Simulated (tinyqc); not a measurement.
# Worked calculation: vertical double-diffused power MOSFET, components of the on-resistance

Computed by the program tinyqc: `OMP_NUM_THREADS=1 python tinyqc.py 2230131 2230132 out.jsonl`, one thread of a shared Intel Xeon 2.30GHz, about 0.01 s for the whole run. Printed values are rounded.

Stripe cells of pitch Wp + a, two channels a cell. Current flows through the channels, spreads in the accumulation layer, passes the gap between the p bodies and spreads at 45 degrees into the drift layer below them. Low drain voltage, full ionisation.

Values chosen for this exercise; bulk values close to those of 4H silicon carbide:
- T = 400 K (temperature)
- eps_r = 9.73 (relative permittivity)
- Kc = 22700 V/cm per (cm^-3)^(1/8) (critical-field constant)
- BV = 1200 V (rated breakdown voltage of the drift layer)
- mud = 791 cm^2/(V s) (drift mobility at 300 K)
- bt = 2.6 (temperature exponent of the drift mobility)
- tox = 79 nm (gate oxide thickness (eps_r 3.9))
- Vov = 12 V (gate overdrive)
- mch = 25 cm^2/(V s) (channel mobility)
- mac = 100 cm^2/(V s) (accumulation-layer mobility)
- Lc = 1 um (channel length)
- Wp = 5 um (width of the p body in one cell, channels included)
- a = 2.3 um (gap between neighbouring p bodies)
- xp = 1.7 um (depth of the p body)
- Nj = 1 (doping of the gap over the drift doping)
- Vbi = 2.84 V (built-in voltage of the body junction)
- Rs = 0.3 mohm cm^2 (substrate and contact resistance)

Constants: q = 1.602176634e-19 C, eps0 = 8.8541878128e-14 F/cm where lengths are in cm. Results are converted to the units shown.

## Drift layer

Triangular field at breakdown with Ec = Kc N^(1/8): BV = eps0 eps_r Ec^2/(2 q N), so N = (eps0 eps_r Kc^2/(2 q BV))^(4/3); W = 2 BV/Ec; mu = mud (T/300 K)^(-bt); rho = 1/(q mu N); ideal resistance rho W.

drift doping N = 1.211125e16 cm^-3
Ec = 2.325008 MV/cm
drift thickness W = 10.32254 um
electron mobility mu at T = 374.3999 cm^2/(V s)
drift resistivity rho = 1.376464 ohm cm
ideal resistance = 1.420862 mohm cm^2

## Components of the on-resistance

Pitch p = Wp + a, Cox = 3.9 eps0/tox; zero-bias depletion in the gap w0 = sqrt(2 eps0 eps_r Vbi/(q N Nj)), open gap g = a - 2 w0; R_ch = Lc p/(2 mch Cox Vov); R_acc = 0.6 a p/(4 mac Cox Vov), 0.6 being an empirical factor for current leaving the layer along its length; R_gap = (rho/Nj) xp p/g; spreading depth t = min(W, (p - g)/2); R_drift = (rho p/2) ln((g + 2 t)/g) + rho (W - t); R_on = the sum with Rs.

w0 = 0.5021753 um
g = 1.295649 um
components (mohm cm^2): channel 2.783462, accumulation 0.4801473, gap 1.318406, drift 1.876220, substrate 0.3
R_on = 6.758235 mohm cm^2
shares (%): channel 41.18623, accumulation 7.10462, gap 19.50814, drift 27.76197, substrate 4.43903

The channel term is the largest. R_on is 4.76 times the ideal drift resistance rho W, and spreading raises the drift term to 1.32 times it.
